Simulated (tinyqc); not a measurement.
What moves the results: exchange-split free-electron bands and tunnelling magnetoresistance. A value that a table varies takes the place of the one given here.

Majority and minority bands E = c k^2/m -/+ Dx/2, c = hbar^2/2m0, so k_up = sqrt(m (EF + Dx/2)/c), k_dn = sqrt(m (EF - Dx/2)/c); n_s = k_s^3/(6 pi^2), D_s = m k_s/(4 pi^2 c).

Barrier: kappa = sqrt(mb phi/c), c = hbar^2/2m0. With a = k1/m, b = k2/m, w = kappa/mb, the transmission at normal incidence is T(k1, k2) = 4 a b w^2/[w^2 (a + b)^2 + (w^2 + a^2)(w^2 + b^2) sinh^2(kappa d)]. Parallel: G_P = T(up, up) + T(dn, dn); antiparallel: G_AP = 2 T(up, dn); TMR = (G_P - G_AP)/G_AP. Julliere: TMR = 2 P^2/(1 - P^2). Slonczewski factor: P_eff = P_k (w^2 - a_up a_dn)/(w^2 + a_up a_dn), P_k = (k_up - k_dn)/(k_up + k_dn).

Constants: hbar^2/2m0 = 3.80998211 eV angstrom^2.

Values chosen for the exercise:
- EF = 4.19 eV (Fermi energy above the mean band bottom)
- Dx = 7.19 eV (exchange splitting)
- m = 1.17 m0 (mass in the electrodes)
- mb = 0.73 m0 (mass in the barrier)
- d = 12.6 angstrom (barrier thickness)
- phi = 1.53 eV (barrier height above EF)

## Barrier height

Results:
```
phi (eV),w (1/angstrom),P_eff,TMR (%),G_P
0.20,0.268,-0.4199,41.78,0.0303
0.40,0.379,-0.3066,20.73,0.00477
0.70,0.502,-0.1784,6.58,0.000529
1.0,0.600,-0.0829,1.39,8.79e-05
1.5,0.734,0.0313,0.20,7.37e-06
2.0,0.848,0.1114,2.51,9.10e-07
3.0,1.039,0.2163,9.82,2.69e-08
4.0,1.199,0.2819,17.27,1.37e-09
6.0,1.469,0.3595,29.69,8.91e-12
10,1.896,0.4326,46.05,2.89e-15
```

What can be read from the table?

P_eff vanishes where w^2 = a_up a_dn, at phi = 1.34 eV, inside the table; the lowest TMR listed is 0.20 % at 1.5 eV. TMR is 41.8 % at the lowest barrier and 46.1 % at the highest, against 94.7 % for Julliere with P_k; P_eff tends to +P_k for very high barriers and to -P_k for very low ones. G_P falls by 13.0 decades.

## Barrier thickness

Results:
```
d (angstrom),kappa d,G_P,G_AP,TMR (%)
1,0.541,1.35,1.03,32.01
2,1.083,0.568,0.500,13.53
3,1.624,0.205,0.195,5.04
4,2.166,0.0707,0.0694,1.92
6,3.249,0.00818,0.00814,0.46
8,4.331,0.000938,0.000936,0.29
10,5.414,0.000108,0.000107,0.28
13,7.039,4.18e-06,4.17e-06,0.27
16,8.663,1.62e-07,1.62e-07,0.27
20,10.829,2.13e-09,2.13e-09,0.27
```

How do the results move?

For thick barriers each angstrom costs a factor exp(2 kappa) = 2.95 in both conductances, and TMR settles at 0.27 % (the interface factor, which vanishes at (kappa/mb)^2 = k_up k_dn/m^2, reduces it below the value from the polarisation of k alone); it is within 0.1 point of that from d = 8 angstrom on. At 1 angstrom it is 32.01 %, where the barrier is thin and the mismatch of k_up and k_dn starts to rule, as it does fully for d -> 0.

## Exchange splitting

Dx takes the listed multiples of 2 EF.

Results:
```
Dx/(2 EF),k_up,k_dn,P_k,P_eff,TMR (%)
0.10,1.1897,1.0761,0.0501,-0.0130,0.03
0.20,1.2426,1.0146,0.1010,-0.0255,0.13
0.35,1.3180,0.9145,0.1807,-0.0417,0.35
0.50,1.3893,0.8021,0.2679,-0.0518,0.54
0.65,1.4571,0.6711,0.3693,-0.0480,0.46
0.80,1.5219,0.5073,0.5000,-0.0062,0.01
0.90,1.5636,0.3587,0.6268,0.0917,1.70
0.97,1.5921,0.1965,0.7803,0.3223,23.18
```

What can be read from the table?

P_k rises from 0.050 to 0.780, and TMR goes from 0.03 % to 23.2 %, not steadily: its largest value is 23.18 % at 0.97 and its smallest 0.01 % at 0.8; P_eff changes sign along the table. At Dx = 2 EF the minority band is empty (a half metal) and G_AP vanishes.

## What moves the magnetoresistance

All results formed anew. Each row changes one parameter from the base and keeps the others.

Results:
```
case,P_k,P_eff,TMR (%),G_P
base,0.5668,0.0369,0.27,6.44e-06
Dx = 7.55 eV,0.6283,0.0933,1.76,5.77e-06
EF = 4.609 eV,0.4798,-0.0388,0.30,7.29e-06
phi = 1.989 eV,0.5668,0.1099,2.45,9.50e-07
mb = 0.584 m0,0.5668,0.0992,1.99,2.72e-05
d = 14.6 angstrom,0.5668,0.0369,0.27,7.39e-07
m = 1.404 m0,0.5668,0.0879,1.56,6.44e-06
```

How do the results move?

The largest shifts from the base row, up to three for each result and ties (the steps differ in size, so this ranks the rows, not the parameters). P_k: EF -0.0871, Dx +0.0615; unchanged at the printed digits by phi, mb, d and m. P_eff: EF -0.0758, phi +0.0730, mb +0.0623; unchanged at the printed digits by d. TMR (%): phi +2.17, mb +1.71, Dx +1.48; unchanged at the printed digits by d. G_P: mb +2.07e-05, d -5.70e-06, phi -5.49e-06; unchanged at the printed digits by m.

Program tinyqc; command `OMP_NUM_THREADS=1 python tinyqc.py 1652152 1652153 out.jsonl`; about 0.01 s on one thread of a shared Intel(R) Xeon(R) Processor @ 2.30GHz.
